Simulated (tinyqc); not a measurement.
Worked calculation: Keating valence-force model of a tetrahedral crystal. Computed by tinyqc, a small Python program that keeps every step. Command: `OMP_NUM_THREADS=1 python tinyqc.py 3015899 3015900 out.jsonl keating walk`. One thread of a shared host (Intel(R) Xeon(R) Processor @ 2.30GHz), about 0.02 s of CPU time with the checks. Intermediate numbers are printed to about 6 digits and carried at full precision; extremes and crossings named in words are read from the listed rows.

Atom A sits at 0 and atom B at a/4 (1,1,1) of an fcc lattice; the four bonds from A are t = a/4 (1,1,1), a/4 (1,-1,-1), a/4 (-1,1,-1), a/4 (-1,-1,1), of length d = sqrt(3) a/4. Energy: E = (3 alpha/(8 d^2)) sum over bonds (r.r - d^2)^2 + (3 beta/(8 d^2)) sum over pairs of bonds at one atom (r_i.r_j + d^2/3)^2, with beta_A for the six pairs at A and beta_B for the six at B. The cell holds two atoms, Omega = a^3/4. 1 N/m = 1 J/m^2.

Inputs (values chosen for the exercise, for a model crystal):
```
quantity               value      unit
lattice constant a     6.121  angstrom
mass M_A                69.9         u
mass M_B                38.4         u
bond stretching alpha   58.2       N/m
bond bending beta_A     22.2       N/m
bond bending beta_B     22.2       N/m
Born charge Z*          1.53         e
eps_inf                 6.95         -
mesh divisions n           6         -
temperature T            300         K
```

Structure: zinc blende.

wave vector q (2 pi/a): 0.87  0.28  0.028

Constants: 1 eV/angstrom^2 = 16.02176634 J/m^2; nu for 1 eV/(angstrom^2 u) = 15.6333042 THz; 1 THz = 33.35640952 1/cm; e^2/(4 pi eps_0) = 14.39964548 eV angstrom; u = 1.6605390666e-27 kg; h x 1 THz = 4.135667696 meV; k_B = 8.617333262e-05 eV/K.

## Dynamical matrix at q

With displacements u exp(i q.r), each bracket changes by g.u, where g = (g_A, g_B): bond t, g = (-2 t, 2 t exp(i q.t)); pair (i, j) at A, g = (-(t_i + t_j), t_i exp(i q.t_j) + t_j exp(i q.t_i)); pair at B, g = (-t_i exp(-i q.t_j) - t_j exp(-i q.t_i), t_i + t_j). Then D_mn = sum over the 4 bonds and 12 pairs of (4 k/a^2) conj(g_m) g_n / sqrt(M_m M_n), with k = alpha or beta converted to eV/angstrom^2. Only the short-range forces enter; the Coulomb field of the charges is left out.

D(q) (eV/(angstrom^2 u)):
```
                     A x                  A y                  A z                  B x
A x             0.349291   0.006066+0.002708i   0.000692+0.029232i  -0.071021+0.007102i
A y   0.006066-0.002708i             0.287873   0.001342+0.002824i   0.072259-0.001400i
A z   0.000692-0.029232i   0.001342-0.002824i             0.300925   0.006758-0.014964i
B x  -0.071021-0.007102i   0.072259+0.001400i   0.006758+0.014964i             0.635819
B y   0.072259+0.001400i  -0.071021-0.007102i   0.000659+0.153559i   0.011042+0.004930i
B z   0.006758+0.014964i   0.000659+0.153559i  -0.071021-0.007102i   0.001259+0.053212i

                     B y                  B z
A x   0.072259-0.001400i   0.006758-0.014964i
A y  -0.071021+0.007102i   0.000659-0.153559i
A z   0.000659-0.153559i  -0.071021+0.007102i
B x   0.011042-0.004930i   0.001259-0.053212i
B y             0.524019   0.002443-0.005141i
B z   0.002443+0.005141i             0.547777
```

## Frequencies at q

Diagonalise the Hermitian matrix D. An eigenvalue lambda of D in eV/(angstrom^2 u) gives nu = 15.6333042 THz x sqrt(lambda). The weight on A is the sum of |e|^2 over the three components of atom A.

frequencies (THz): 6.8266  7.2402  8.7794  11.7655  12.4943  13.2655

weights on atom A: 0.781115  0.793158  0.910992  0.106549  0.277226  0.130960

The top mode has 13 % of its weight on A, the heavier atom.

## Elastic constants and internal strain

beta = (beta_A + beta_B)/2; C11 = (alpha + 3 beta)/a, C12 = (alpha - beta)/a, C44 = 4 alpha beta/(a (alpha + beta)); with the two sublattices clamped C44(0) = (alpha + beta)/a; internal-strain parameter zeta = (alpha - beta)/(alpha + beta); B = (C11 + 2 C12)/3.

C11 = 203.888 GPa

C12 = 58.8139 GPa

C44 = 105.016 GPa

clamped C44(0) = 131.351 GPa

internal-strain parameter zeta = 0.447761

bulk modulus B = 107.172 GPa

Letting the sublattices shift lowers C44 by 20 %, which is zeta^2. A shear is shared between bond lengths and angles. The model fixes 2 C44 (C11 + C12)/((C11 - C12)(C11 + 3 C12)) = 1.000 whatever alpha and beta are.

## Optical mode at the zone centre

beta = (beta_A + beta_B)/2; mu = M_A M_B/(M_A + M_B); lambda = 4 (alpha + beta)/mu with the springs in eV/angstrom^2; nu = 15.6333042 THz x sqrt(lambda).

reduced mass mu = 24.7845 u

nu_TO at G = 14.0690 THz

the same as a wavenumber = 469.292 1/cm

## LO-TO splitting

The long-range field adds 4 pi Z*^2 (e^2/(4 pi eps_0))/(eps_inf Omega mu) to lambda for the longitudinal mode at q -> 0; lambda = (nu/15.6333042 THz)^2; eps_0 = eps_inf (nu_LO/nu_TO)^2 (Lyddane-Sachs-Teller; here eps_0 is the static dielectric constant).

nu_LO at G = 14.4368 THz

static dielectric constant = 7.31807

The splitting is 2.6 % of nu_TO, and the lattice adds 0.37 to the dielectric constant.

## Frequencies at the zone boundary

The formulas are those given above.

Frequencies (THz) at points given in 2 pi/a:
```
point                 nu 1     nu 2     nu 3     nu 4     nu 5     nu 6
X (1, 0, 0)        6.90808  6.90808  9.46369  12.2562  12.2562  12.7683
L (0.5, 0.5, 0.5)  4.96239  4.96239  9.18512  12.4323  13.1648  13.1648
W (1, 0.5, 0)      7.33043  7.88400  8.37751  11.3029  12.4563  13.3969
K (0.75, 0.75, 0)  6.42071  8.05500  8.71927  11.4145  12.5185  13.3475
```

At X the two longitudinal modes are split (9.46 and 12.77 THz) because each moves one sublattice alone.

## Lowest frequency at X

Take the lowest frequency at X = (1, 0, 0) 2 pi/a, the transverse acoustic (TA) mode.

TA frequency at X = 6.90808 THz

## Transverse acoustic branch against its sound line

The sound line is nu = v q/(2 pi) with v = sqrt(C44/rho), rho = (M_A + M_B)/Omega; the clamped line uses C44(0).

Frequencies (THz) along G-X; columns: (1) q (2 pi/a); (2) lowest branch; (3) sound line, relaxed C44; (4) sound line, clamped C44(0); (5) third-lowest frequency; (6) highest frequency:
```
(1)       (2)      (3)      (4)      (5)      (6)
0.05  0.47243  0.47265   0.5286  0.65816  14.0656
0.15  1.41200  1.41795   1.5858  1.96450  14.0377
0.30  2.78736  2.83591   3.1716  3.86183  13.9387
0.45  4.08426  4.25386   4.7574  5.62540  13.7602
0.60  5.24727  5.67182   6.3432  7.18610  13.4933
0.75  6.19177  7.08977   7.9290  8.45676  13.1556
0.90  6.78511  8.50773   9.5148  9.28434  12.8474
1.00  6.90808  9.45303  10.5721  9.46369  12.7683
```

At small q the branch follows the relaxed line (1.000 of it, against 0.894 of the clamped one): in a long shear wave the sublattices shift against each other. At X it reaches 73 % of the relaxed line. Real tetrahedral semiconductors have flatter TA branches than a Keating model fitted to their elastic constants, which needs longer-ranged terms to mend.

## Thermal sums on a mesh

Mesh: q = sum_i (m_i + 1/2)/n b_i, m_i = 0..n-1, with b = [[-1, 1, 1], [1, -1, 1], [1, 1, -1]] in 2 pi/a; sums over the six modes are averaged over the n^3 points and halved, per atom. With x = h nu/(k_B T) and n = 1/(exp(x) - 1) for each mode: F = k_B T [x/2 + ln(1 - exp(-x))], U = k_B T x (n + 1/2), S/k_B = x n - ln(1 - exp(-x)), C/k_B = x^2 n (n + 1). The acoustic share counts the three lowest modes at each q; zero-point energy = sum h nu/2.

free energy F = 35.8313 meV/atom

entropy S = 2.25263 k_B/atom

heat capacity C = 2.43108 k_B/atom

acoustic share of C = 0.563121

zero-point energy = 59.9657 meV/atom

C is 81 % of the classical value; the optical modes are partly excited.

Checks made by the program: slopes of the acoustic branches along [110] against C11, C12 and the relaxed C44 (relative difference 1e-06); zone-centre optical mode against D(q = 0) (relative difference below 1e-10); longitudinal modes at X against the diagonal of D (relative difference below 1e-10).
